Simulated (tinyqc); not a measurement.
Kinetics of strain relaxation and threading dislocations in mismatched semiconductor layers. From half time back to glide activation energy Q. Computed by tinyqc, a small Python program. Command: `OMP_NUM_THREADS=1 python tinyqc.py 3014236 3014237 out.jsonl threading inv`. One thread of a shared host (Intel(R) Xeon(R) Processor @ 2.30GHz), about 0.01 s of CPU time with the checks.

60-degree dislocations on {111} planes of a (001) layer, isotropic elasticity. The Schmid factor is 1/sqrt(6), and a misfit segment relieves strain with b/2.

Inputs (values chosen for the exercise, modelled on Si(0.8)Ge(0.2) on Si):
```
quantity                         value         unit
misfit f                       0.00851            -
shear modulus G                   63.4          GPa
Poisson ratio nu                  0.27            -
Burgers vector b                  3.88     angstrom
velocity prefactor v0            31000  m/s per MPa
layer thickness h                  180           nm
anneal temperature T               782            K
anneal time t                     1800            s
initial thread density rho_0     3e+06       1/cm^2
multiplication constant delta     3800          1/m
```

Sources: fixed density of threads.

Constants: k_B = 8.617333262e-05 eV/K.

Method:
- Excess resolved stress tau = (1/sqrt 6) [2 G (1 + nu)/(1 - nu)] (e - e_eq), e_eq = b (1 - nu/4) [ln(h/b) + 1]/(4 pi (1 + nu) h), the Matthews-Blakeslee strain of an uncapped layer; glide velocity v = v0 tau exp(-Q/(k_B T)), tau in MPa.
- Threads run in two directions, so de/dt = -(b/4) rho v, with rho fixed. With x = e - e_eq, x0 = f - e_eq (fully strained at t = 0) and v = m S x (m the mobility, S x = tau): x = x0 exp(-t/t_r), t_r = 4/(b rho_0 m S).
- The half time is that at which x = x0/2.

Task: A run gave the result below. Find the glide activation energy Q, known to lie between 1.6 and 2.8 eV.

half time = 2874.304 s

Result:

Each step takes the trial c = (a f_b - b f_a)/(f_b - f_a), f being the result less the target and a, b, c the logarithms of the listed values; c replaces end b, the old b replaces a if the sign of f changed, and otherwise f_a is halved.

Scan of the range:
```
glide activation energy Q (eV)  half time (s)
1.60                              1.74829e+00
1.76                              1.87832e+01
1.93                              2.34085e+02
2.12                              3.92529e+03
2.32                              7.63516e+04
2.55                              2.31796e+06
2.80                              9.46865e+07
```

False position (Illinois rule, in the logarithm of the input) inside the bracket:
```
step    end a    end b    trial  half time (s)
1     1.93000  2.12000  2.06407        1711.74
2     2.12000  2.06407  2.09326        2639.59
3     2.12000  2.09326  2.10148        2982.03
4     2.09326  2.10148  2.09889        2869.62
5     2.10148  2.09889  2.09900        2874.22
6     2.10148  2.09900  2.09900        2874.39
7     2.09900  2.09900  2.09900        2874.30
```

Half time rises at every point of a 13-point scan of the range (every second point is shown), so one value fits; it is bracketed by 1.93 and 2.12. Answer: glide activation energy Q = 2.099 eV.
